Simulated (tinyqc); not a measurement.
Lossy on-chip transmission line with skin effect: two steps of the calculation.

A uniform line in a homogeneous dielectric: c = sqrt(er)/(c0 Z0), l = Z0 sqrt(er)/c0 (c0 = 299792458 m/s), g = w c td, w = 2 pi f. The resistance joins its limits as r = sqrt(r_dc^2 + r_hf^2), with r_dc = rho/(wd th), r_hf = kr rho/(2 delta (wd + th)), delta = sqrt(rho/(pi f mu0)), mu0 = 4 pi 1e-7 H/m; this is an interpolation, and internal inductance, up to 0.05 nH/mm at low frequency, is neglected.

Parameters, values chosen for the exercise: width of the strip wd = 2.7 um; thickness of the strip th = 1.1 um; resistivity rho = 2.9 uohm cm; relative permittivity er = 3.5; loss tangent td = 0.02; lossless impedance sqrt(l/c) Z0 = 45 ohm; factor for crowding and the return path kr = 1.2; source resistance Rg = 100 ohm; load resistance RL = 1e5 ohm; load capacitance CL = 100 fF; frequency f = 15 GHz.

Question 1. Line constants. delta, r_dc, r_hf, r, l, c and g as defined.

Wanted: delta; r_dc; r_hf; r; l; c; g.

Answer 1.

delta = 0.69980 um
r_dc = 9.7643 ohm/mm
r_hf = 6.5432 ohm/mm
r = 11.754 ohm/mm
l = 0.28082 nH/mm
c = 138.68 pF/m
g = 0.26140 S/m

r is 1.20 times r_dc; the skin depth is 0.636 of the thickness.

Question 2. Reflection, input impedance and transfer. ZL = 1/(1/RL + i w CL); reflection (ZL - Zc)/(ZL + Zc); Zin = Zc (ZL + Zc tanh(gamma len))/(Zc + ZL tanh(gamma len)); H = V_load/V_source = [Zin/(Zin + Rg)]/[cosh(gamma len) + (Zc/ZL) sinh(gamma len)].

gamma len = 0.3207684+1.4414101i
Zc = 46.138063-9.303301i ohm

Wanted: ZL; reflection at the load; Zin; H; |H|.

Answer 2.

ZL = 0.1-106.1i ohm
reflection at the load = 0.5850-0.6333i
Zin = 20.87+7.65i ohm
H = -0.1138-0.3233i
|H| = -9.301 dB

Program tinyqc, `OMP_NUM_THREADS=1 python tinyqc.py 2810154 2810155 out.jsonl`; Intel Xeon 2.30GHz, shared host, one thread, about 0.01 s.
